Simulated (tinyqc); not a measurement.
Inside a calculation: standing waves and exposure in a photoresist film. Values are carried at full precision from step to step, so a last printed digit may differ when a step is redone from the rounded ones.

Normal incidence from air. Unexposed resist: N1 = n1 + i k1 with k1 = (A + B) lam/(4 pi), lam in micrometres. r01 = (1 - N1)/(1 + N1), t01 = 2/(1 + N1). Below the resist lie the layer Na = na + i ka and the substrate Ns = ns + i ks: r12 = (r1a + ras x)/(1 + r1a ras x), x = exp(4 pi i Na da/lam), r1a = (N1 - Na)/(N1 + Na), ras = (Na - Ns)/(Na + Ns). With p = exp(2 pi i N1 d/lam), the field at depth z is E(z) = t01 [exp(2 pi i N1 z/lam) + r12 p^2 exp(-2 pi i N1 z/lam)]/(1 + r01 r12 p^2), the relative intensity I(z) = n1 |E(z)|^2 and the reflectance R = |(r01 + r12 p^2)/(1 + r01 r12 p^2)|^2.

Parameters, chosen for this exercise (a resist on Si, indices near tabulated ones; not measured data): lam = 365 nm (vacuum wavelength); n1 = 1.728 (resist index); A = 0.47 1/micrometre (bleachable absorption (Dill A)); B = 0.04 1/micrometre (fixed absorption (Dill B)); d = 693 nm (resist thickness); ns = 6.549 (substrate n); ks = 2.673 (substrate k); na = 1.747 (n of the bottom antireflection layer); ka = 0.256 (its k); da = 45 nm (its thickness); C = 0.037 cm^2/mJ (exposure rate (Dill C)); D = 40 mJ/cm^2 (incident dose); Ld = 20 nm (diffusion length of the post-exposure bake).

## Interface coefficients

Form N1, r01, t01 and r12.

N1 = 1.72800+0.01481i
r01 = -0.2669-0.0040i
t01 = 0.7331-0.0040i
r12 = 0.3906-0.1856i
|r12|^2 = 0.1870

Next to the bottom the intensity swings by a factor ((1 + |r12|)/(1 - |r12|))^2 = 6.37 between antinode and node; without the layer |r12|^2 would be 0.4002.

## Round trip and reflectance

Form p^2, the denominator and R; the period of the standing wave is lam/(2 n1).

p^2 = -0.6502-0.2653i
1 + r01 r12 p^2 = 1.0810-0.0033i
R = 0.2783
period = 105.61 nm

The film holds 6.56 periods.

## Intensity and exposure over the lowest period

Nine depths from d - period to d. Without bleaching during the exposure the share of unexposed compound is m = exp(-C D I).

Profile:
```
z (nm)      I      m
587.4   1.124  0.189
600.6   0.846  0.286
613.8   0.474  0.496
627.0   0.223  0.718
640.2   0.239  0.702
653.4   0.510  0.470
666.6   0.876  0.274
679.8   1.120  0.190
693.0   1.099  0.197
```

I runs from 0.223 to 1.124 on these points, so m runs from 0.189 to 0.718; the least exposed point listed lies 66.0 nm above the bottom.

## Smoothing by the bake

Gaussian diffusion of length Ld multiplies a cosine of period L by exp(-2 pi^2 Ld^2/L^2). Give that factor, and the Ld that leaves 10 %.

factor = 0.493
Ld for 10 % = 36.07 nm

## Checks

- R against the transfer-matrix product: both 0.27826.

tinyqc: `OMP_NUM_THREADS=1 python tinyqc.py 1680899 1680900 out.jsonl`; about 0.01 s, one thread, shared Intel(R) Xeon(R) Processor @ 2.30GHz.
